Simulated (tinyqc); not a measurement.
Inside a calculation. Method: RKS/LDA (PW92) in the sto-3g basis, for BeH2, spin multiplicity 1. One step of it, computed by the program tinyqc.

Task: Iteration 8 (converged): orbitals. Diagonalise F' = X^T F X, C = X C', fill 3 alpha and 3 beta electrons from the bottom; D = 2 C_occ C_occ^T. Each column has its largest component positive (the first on a tie).

converged F (hartree):
```
            1Be 1s     1Be 2s   1Be 2px    1Be 2py    1Be 2pz      2H 1s      3H 1s
1Be 1s   -3.636284  -1.092094  0.000000   0.000000   0.001177  -0.203734  -0.203734
1Be 2s   -1.092094  -0.488439  0.000000   0.000000  -0.001631  -0.219924  -0.219924
1Be 2px   0.000000   0.000000  0.010238   0.000000   0.000000   0.000000   0.000000
1Be 2py   0.000000   0.000000  0.000000  -0.082557   0.000000  -0.178061   0.178061
1Be 2pz   0.001177  -0.001631  0.000000   0.000000   0.009430  -0.015949  -0.015949
2H 1s    -0.203734  -0.219924  0.000000  -0.178061  -0.015949  -0.141601  -0.021372
3H 1s    -0.203734  -0.219924  0.000000   0.178061  -0.015949  -0.021372  -0.141601
```

X:
```
            1Be 1s     1Be 2s   1Be 2px    1Be 2py    1Be 2pz      2H 1s      3H 1s
1Be 1s    1.028580  -0.151614  0.000000   0.000000  -0.001749   0.020887   0.020887
1Be 2s   -0.151614   1.180579  0.000000   0.000000   0.016836  -0.246719  -0.246719
1Be 2px   0.000000   0.000000  1.000000   0.000000   0.000000   0.000000   0.000000
1Be 2py   0.000000   0.000000  0.000000   1.255275   0.000000  -0.342337   0.342337
1Be 2pz  -0.001749   0.016836  0.000000   0.000000   1.001841  -0.027088  -0.027088
2H 1s     0.020887  -0.246719  0.000000  -0.342337  -0.027088   1.203640  -0.064307
3H 1s     0.020887  -0.246719  0.000000   0.342337  -0.027088  -0.064307   1.203640
```

Give: F' = X^T F X; orbital energies; coefficients C; D after iteration 8.

Result:

F' = X^T F X (hartree):
```
        1       2      3       4       5       6       7
1  -3.533  -0.618  0.000   0.000  -0.001  -0.018  -0.018
2  -0.618  -0.167  0.000   0.000   0.012  -0.154  -0.154
3   0.000   0.000  0.010   0.000   0.000   0.000   0.000
4   0.000   0.000  0.000   0.148   0.000  -0.237   0.237
5  -0.001   0.012  0.000   0.000   0.011  -0.018  -0.018
6  -0.018  -0.154  0.000  -0.237  -0.018   0.037  -0.059
7  -0.018  -0.154  0.000   0.237  -0.018  -0.059   0.037
```

orbital energies (hartree): MO1 -3.643, MO2 -0.250, MO3 -0.215, MO4 0.007, MO5 0.010, MO6 0.176, MO7 0.459

coefficients C:
```
            MO1     MO2     MO3     MO4    MO5     MO6     MO7
1Be 1s    0.986  -0.235   0.000   0.044  0.000  -0.228   0.000
1Be 2s    0.052   0.638   0.000  -0.178  0.000   1.047   0.000
1Be 2px   0.000   0.000   0.000   0.000  1.000   0.000   0.000
1Be 2py   0.000   0.000   0.498   0.000  0.000   0.000   1.250
1Be 2pz   0.000   0.019   0.000   0.982  0.000   0.203   0.000
2H 1s    -0.009   0.363   0.425   0.086  0.000  -0.756  -0.860
3H 1s    -0.009   0.363  -0.425   0.086  0.000  -0.756   0.860
```

D after iteration 8:
```
         1Be 1s  1Be 2s  1Be 2px  1Be 2py  1Be 2pz   2H 1s   3H 1s
1Be 1s    2.055  -0.196    0.000    0.000   -0.008  -0.188  -0.188
1Be 2s   -0.196   0.820    0.000    0.000    0.024   0.463   0.463
1Be 2px   0.000   0.000    0.000    0.000    0.000   0.000   0.000
1Be 2py   0.000   0.000    0.000    0.496    0.000   0.423  -0.423
1Be 2pz  -0.008   0.024    0.000    0.000    0.001   0.014   0.014
2H 1s    -0.188   0.463    0.000    0.423    0.014   0.625  -0.097
3H 1s    -0.188   0.463    0.000   -0.423    0.014  -0.097   0.625
```
